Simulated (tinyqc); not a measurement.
# Slope factor and drain-induced lowering from three currents

Problem. With source and body at 0 V, I = A exp((Vg + dd Vd)/(nf Vt)) (1 - exp(-Vd/Vt)). Find nf, the swing nf Vt ln 10 and dd.

Parameters, values chosen for the exercise: temperature T = 358 K.

Constants: q = 1.602176634e-19 C, kB = 1.380649e-23 J/K, Vt = kB T/q. Results are converted to the units shown.

currents at (Vg, Vd) = (0, 0.05), (0, 0.9) and (0.07, 0.9) V (nA/um): 0.0092292397  0.22361366  1.2809216

Solution. The pair at equal Vd gives nf; the pair at equal Vg, after dividing out the factors 1 - exp(-Vd/Vt), gives dd.

nf = 1.300
swing = 92.35 mV/decade
dd = 0.1400

tinyqc, about 0.03 s, one thread, Intel Xeon 2.30GHz (shared host): `OMP_NUM_THREADS=1 python tinyqc.py 2242075 2242076 out.jsonl`
